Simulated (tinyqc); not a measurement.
AlGaN/GaN HEMT with access regions, lumped model: one step of the calculation.

A polarisation-induced electron sheet under a Schottky gate, in series with two ungated access regions and contacts. Drift law v = mu E/(1 + mu E/vs) under the gate. Currents in mA/mm, resistances in ohm mm. No self-heating, no channel-length modulation; fits for polarisation, barrier and offset are chosen for the exercise.

Question. On-resistance and breakdown. sigma = (5e13 x + 1.6e13 x^2) cm^-2, phiB = 0.84 + 1.3 x, dEc = 0.7 (1.71 x + x^2) in volts, Cb = eps0 eps_r/d, VT = phiB - dEc - q sigma/Cb, access density n0 = -Cb VT/q. Ron = 2 Rc + Ls/(q mu n0) + Ld/(q mu (1 - ft) n0) + Lg/(mu Cb (Vg - VT)). Off state: a depleted stretch that holds the voltage V has the peak field sqrt(k V), k = 2 q n0/(eps0 eps_r te), so one edge holds V1 = Ec^2/k. The sheet under the plate pinches off at Vf = q n0 (1/Cb + tf/(eps0 ei)); beyond it the gate edge is screened. BV = V1 if Vf >= V1, else Vf + V1, and at most Ec Ld. Specific resistance Ron (Ls + Lg + Ld); figure of merit BV^2 over it.

Values chosen for this exercise; values close to those of AlGaN/GaN structures: aluminium share of the barrier x = 0.24; barrier thickness d = 30 nm; relative permittivity of barrier and channel eps_r = 9; channel mobility mu = 1800 cm^2/(V s); saturation velocity vs = 1e7 cm/s; gate length Lg = 0.25 um; source access length Ls = 1 um; drain access length Ld = 1.5 um; resistance of each contact Rc = 0.24 ohm mm; share of the drain-access electrons removed by traps ft = 0.13; gate voltage Vg = -0.5 V; critical field Ec = 3.4 MV/cm; depth over which the depleted charge spreads te = 0.48 um; insulator under the field plate tf = 200 nm; relative permittivity of that insulator ei = 7.5.

Constants: q = 1.602176634e-19 C, eps0 = 8.8541878128e-14 F/cm where lengths are in cm. Results are converted to the units shown.

Find: Ron; Vf; V1; BV; specific resistance; figure of merit.

Answer.

Ron = 1.378 ohm mm
Vf = 62.73 V
V1 = 119.4 V
BV = 182.1 V
specific resistance = 0.03790 mohm cm^2
figure of merit = 875.3 MW/cm^2

The plate raises BV by a factor of 1.53.

Computed by the program tinyqc: `OMP_NUM_THREADS=1 python tinyqc.py 2570103 2570104 out.jsonl`, one thread of a shared Intel Xeon 2.30GHz, about 0.02 s for the whole run.
